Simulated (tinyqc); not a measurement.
Surface potential of a MOS transistor: implicit equation and explicit approximations: accuracy of the approximations against gate voltage.

p-type body, charge-sheet picture, depletion and inversion only, full ionisation (an idealisation for deep acceptors), Boltzmann statistics (rough once Na exp(x - xn) passes about Nc/7). In units of Vt: xg = (Vg - Vfb)/Vt, x = psi/Vt, G = gamma/sqrt(Vt), xn = (2 phiF + Vc)/Vt. The implicit equation is (xg - x)^2 = G^2 [x - 1 + exp(x - xn)] for x above about 3. Cox = eps0 eox/tox.

ni = sqrt(Nc Nv) exp(-Eg/(2 Vt)), Eg in volts; phiF = Vt ln(Na/ni); gamma = sqrt(2 q eps0 eps_r Na)/Cox; VT = Vfb + Vt (xn + G sqrt(xn - 1)). Depletion value a = 1 + [sqrt(G^2/4 + xg - 1) - G/2]^2; inversion value b = xn + ln[(xg - xn)^2/G^2 - xn + 1] and first guess y = min(a, b) - ln(1 + exp(-|a - b|)) if a > xn + 1, else b = y = a; one second-order correction with D = exp(y - xn), p = 2 (xg - y) + G^2 (1 + D), w = (xg - y)^2 - G^2 (y - 1 + D): z = y + 2 w/(p + sqrt(p^2 - 2 (2 - G^2 D) w)), or the Newton step z = y + w/p where the root is not real. N_inv = (Cox Vt G/q) [sqrt(x - 1 + exp(x - xn)) - sqrt(x - 1)] at the root. Lambert form (Cox m Vt/q) W0[(G/(2 m sqrt(xn - 1))) exp((Vg - VT)/(m Vt))], m = 1 + G/(2 sqrt(xn - 1)). Errors under 1e-4 mV, and the linear form below VT, are printed as 0.

Parameters, values chosen for the exercise; band and dielectric values those of a made-up semiconductor: temperature T = 250 K; band gap Eg = 2.65 eV; relative permittivity eps_r = 7.77; conduction-band density of states at T Nc = 1.4e19 cm^-3; valence-band density of states at T Nv = 2.4e19 cm^-3; relative permittivity of the gate insulator (close to zirconium oxide) eox = 24.7; insulator thickness tox = 6.9 nm; acceptor density Na = 1.4e18 cm^-3; flat-band voltage Vfb = -0.74 V; channel-body voltage Vc = 0 V.

Constants: q = 1.602176634e-19 C, kB = 1.380649e-23 J/K, Vt = kB T/q, eps0 = 8.8541878128e-14 F/cm where lengths are in cm. Results are converted to the units shown.

Result of one run:
```
Vg (V),psi (V),x - xn,error of y (mV),error of z (mV),N_inv (cm^-2),Cox (Vg - VT)/q (cm^-2),Lambert form (cm^-2)
2.88,2.692,7.072,7.22,-0.179,1.270e13,1.588e13,1.304e13
```

What becomes of these results when the gate-body voltage Vg is changed from 2.88 to 3.28 V, all else the same?

Result of the changed run:
```
Vg (V),psi (V),x - xn,error of y (mV),error of z (mV),N_inv (cm^-2),Cox (Vg - VT)/q (cm^-2),Lambert form (cm^-2)
3.28,2.708,7.815,5.48,-0.0722,2.028e13,2.379e13,2.074e13
```

The whole series:
```
Vg (V),psi (V),x - xn,error of y (mV),error of z (mV),N_inv (cm^-2),Cox (Vg - VT)/q (cm^-2),Lambert form (cm^-2)
1.68,2.163,-17.44,0,0,680.9,0,605.4
1.88,2.352,-8.670,2.01e-4,0,4.201e6,0,4.007e6
2.08,2.541,0.06362,1.20,0,2.502e10,5.363e10,2.508e10
2.28,2.638,4.594,17.8,5.06,1.945e12,4.010e12,2.010e12
2.48,2.665,5.837,11.5,-0.931,5.343e12,7.967e12,5.513e12
2.68,2.680,6.555,8.75,-0.345,8.977e12,1.192e13,9.237e12
2.88,2.692,7.072,7.22,-0.179,1.270e13,1.588e13,1.304e13
3.08,2.700,7.479,6.21,-0.108,1.648e13,1.984e13,1.688e13
3.28,2.708,7.815,5.48,-0.0722,2.028e13,2.379e13,2.074e13
```

psi rises from 2.16 to 2.71 V and ends 7.8 Vt above 2 phiF + Vc. Among the rows the first guess is off by at most 18 mV (at Vg = 2.28 V) and the corrected value by at most 5.1 mV. In the last row the linear form is 17 % above N_inv and the Lambert form 2.3 % above it; in the first row the Lambert form is 11 % below it. For Vg = 2.28, 2.48, 2.68, 2.88, 3.08, 3.28 the electron quasi-Fermi level lies less than 2 Vt below the band edge at the surface, or above it, where degeneracy and confinement, left out, matter.

Program tinyqc, `OMP_NUM_THREADS=1 python tinyqc.py 2122125 2122126 out.jsonl`; Intel Xeon 2.30GHz, shared host, one thread, about 0.01 s.
